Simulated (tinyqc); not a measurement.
Inside a calculation: defect, radiative and Auger recombination at equal electron and hole densities (ABC model). Values are carried at full precision from step to step, so a last printed digit may differ when a step is redone from the rounded ones.

J/(e d) = Ae n + B n^2 + C n^3 with Ae = A + 4 S/w (four side walls, carriers spread evenly), e = 1.602176634e-19 C, lengths in cm; internal efficiency IQE = B n^2/(Ae n + B n^2 + C n^3); all injected carriers recombine in the layer.

Parameters, chosen for this exercise (orders of magnitude like those quoted for GaAs; shifted at random, so the results belong to these values and not to a real crystal): A = 15000000 1/s (defect rate); B = 1.9e-10 cm^3/s (radiative coefficient); C = 8.8e-31 cm^6/s (Auger coefficient); S = 0 cm/s (recombination velocity of the side walls); w = 110 micrometre (side of the square mesa); d = 160 nm (active thickness); J = 60000 A/cm^2 (current density); ex = 0.22 (extraction efficiency); Eph = 1.39 eV (photon energy).

## The efficiency peak

IQE peaks at n_p = sqrt(Ae/C); with Q = B/sqrt(Ae C), IQE_max = Q/(Q + 2).

Ae = 1.500e+07 1/s
n_p = 4.129e+18 1/cm^3
Q = 52.30
IQE_max = 0.963
J at the peak = 8.62e+03 A/cm^2

The side walls are taken as passivated.

## Carrier density at the given current

G = J/(e d). Newton steps from the smallest of G/Ae, sqrt(G/B) and (G/C)^(1/3); stop when the relative step is below 1e-9.

G = 2.341e+28 1/(cm^3 s)

Newton steps:
```
step  n (1/cm^3)   rate/G  relative step
1     1.1099e+19  1.05852         -0.027
2     1.0798e+19  1.00085       -0.00041
3     1.0794e+19  1.00000       -9.1e-08
4     1.0794e+19  1.00000       -4.6e-15
```

n = 1.079e+19 1/cm^3

The start is an upper bound and the function is convex, so the steps fall monotonically; 4 are needed.

## Shares, lifetimes and light

Shares of the three paths; lifetime n/G = 1/(Ae + B n + C n^2); differential lifetime 1/(Ae + 2 B n + 3 C n^2) and bandwidth 1/(2 pi tau_d); optical power density ex IQE J Eph/e.

shares: defect 0.0069, radiative 0.9458, Auger 0.0473

lifetime = 0.461 ns
differential lifetime = 0.226 ns
bandwidth = 704 MHz
optical power density = 1.74e+04 W/cm^2

The radiative path is the largest; the device runs above its efficiency peak, where the defect and Auger shares are equal. At this density the bands are degenerate: B saturates and stimulated emission, left out, would clamp n in a laser cavity.

## Checks

- Density from Newton steps against bisection (1/cm^3): both 1.0794e+19.

Computed by tinyqc, a small Python program: `OMP_NUM_THREADS=1 python tinyqc.py 1651265 1651266 out.jsonl` (the numbers bound the seed that draws the inputs); one thread of a shared host (Intel(R) Xeon(R) Processor @ 2.30GHz), about 0.01 s for the whole set of steps.
